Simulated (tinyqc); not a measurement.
# Microkinetic model of low-temperature epitaxy from hydride gases: adsorption, hydrogen desorption and rate control, step by step

A worked calculation. Computed by tinyqc, a small Python program that keeps every step. Command: `OMP_NUM_THREADS=1 python tinyqc.py 3015134 3015135 out.jsonl hepi walk`. One thread of a shared host (Intel(R) Xeon(R) Processor @ 2.30GHz), about 0.01 s of CPU time with the checks. Intermediate numbers are printed to about 5 digits and carried at full precision; extremes and crossings named in words are read from the listed rows.

Each hydride molecule needs two free sites and leaves four hydrogen atoms, of which two leave at once as H2; theta is the hydrogen coverage, the site density is 6.78 per nm^2 and one layer is 1.358 angstrom thick.

Inputs (values chosen for the exercise, close to those used for silane and germane on Si(001)):

| quantity | value | unit |
|---|---|---|
| silane pressure p_S | 1 | Pa |
| sticking prefactor of silane s0 | 0.038 | - |
| adsorption barrier E_s | 0.21 | eV |
| desorption prefactor nu_d | 1.1e+12 | 1/s |
| desorption energy on silicon E_d | 2.05 | eV |
| hydrogen carrier pressure p_H | 0 | Pa |
| sticking of hydrogen s_H | 1.8e-08 | - |
| temperature T | 670 | C |
| germane pressure p_G | 0.024 | Pa |
| sticking ratio of germane to silane r_G | 3.2 | - |
| lowering of E_d per unit germanium fraction, dE | 0.52 | eV |

Film: silicon-germanium. Order of hydrogen desorption: first.

Constants: k_B = 8.617333262e-05 eV/K; u = 1.6605390666e-27 kg; k_B = 1.380649e-23 J/K.

## Rate constants

Flux per site F = p/(sqrt(2 pi M k_B T) x 6.78e18 per m^2), M = 32.12 u (silane), 76.63 u (germane), 2.016 u (hydrogen); s = s0 exp(-E_s/(k_B T)); k_S = s F_S, k_G = r_G s F_G; germanium fraction x = k_G/(k_S + k_G); k = k_S + k_G; k_H = s_H F_H; k_d = nu_d exp(-(E_d - dE x)/(k_B T)). Temperatures in kelvin are T(C) + 273.15.

k = 6.7227 1/s

germanium fraction x = 0.047367

k_H = 0 1/s

k_d = 16.547 1/s

## Coverage and growth rate

With k the hydride and k_H the hydrogen adsorption rate on free pairs and k_d the desorption rate, steady state: 2 (k + k_H)(1 - theta)^2 = k_d theta; growth rate R = k (1 - theta)^2 layers/s; 1 layer/s = 8.148 nm/min. With c = 2 (k + k_H)/k_d the free share is 1 - theta = 2/(1 + sqrt(1 + 4c)).

c = 0.81258

hydrogen coverage theta = 0.34675

growth rate R in layers = 2.8688 layers/s

growth rate G = 23.375 nm/min

Adsorption and desorption share control.

## Degrees of rate control

X_i = d ln R/d ln k_i at fixed other constants. With f = 1 - theta and a = 2/f + 1/theta: d ln f/d ln k_d = 1/(a f), so X_d = 2/(a f), X_k = 1 - X_d k/(k + k_H), X_H = -X_d k_H/(k + k_H); they sum to 1.

X_d (desorption) = 0.51495

X_k (hydride adsorption) = 0.48505

X_H (hydrogen adsorption) = 0

## Two regimes over temperature

Limits: desorption-limited R = k_d k/(2 (k + k_H)), adsorption-limited R = k.

Growth:

| T (C) | theta | G (nm/min) | desorption limit (nm/min) | adsorption limit (nm/min) |
|---|---|---|---|---|
| 400 | 0.98851 | 3.0391e-03 | 3.0744e-03 | 23.001 |
| 450 | 0.96587 | 3.3199e-02 | 3.4372e-02 | 28.503 |
| 500 | 0.91343 | 2.5687e-01 | 2.8122e-01 | 34.278 |
| 550 | 0.81051 | 1.4446e+00 | 1.7823e+00 | 40.231 |
| 600 | 0.64346 | 5.8831e+00 | 9.1429e+00 | 46.279 |
| 650 | 0.43117 | 1.6940e+01 | 3.9288e+01 | 52.353 |
| 700 | 0.23509 | 3.4167e+01 | 1.4534e+02 | 58.397 |
| 750 | 0.10820 | 5.1191e+01 | 4.7310e+02 | 64.366 |
| 800 | 0.04630 | 6.3873e+01 | 1.3797e+03 | 70.225 |
| 850 | 0.01994 | 7.2948e+01 | 3.6577e+03 | 75.947 |

The apparent activation energy of G is 2.01 eV between the first rows and 0.28 eV between the last; full hydrogen cover gives a value near the desorption energy (plus E_s where k_H far exceeds k), a bare surface one near E_s less k_B T/2 from the flux. The coverage passes one half between 600 and 650 C, the knee of the Arrhenius plot.

Checks made by the program: steady coverage against time integration of d theta/dt (relative difference below 1e-10); degree of control against a finite difference (relative difference 1e-10).
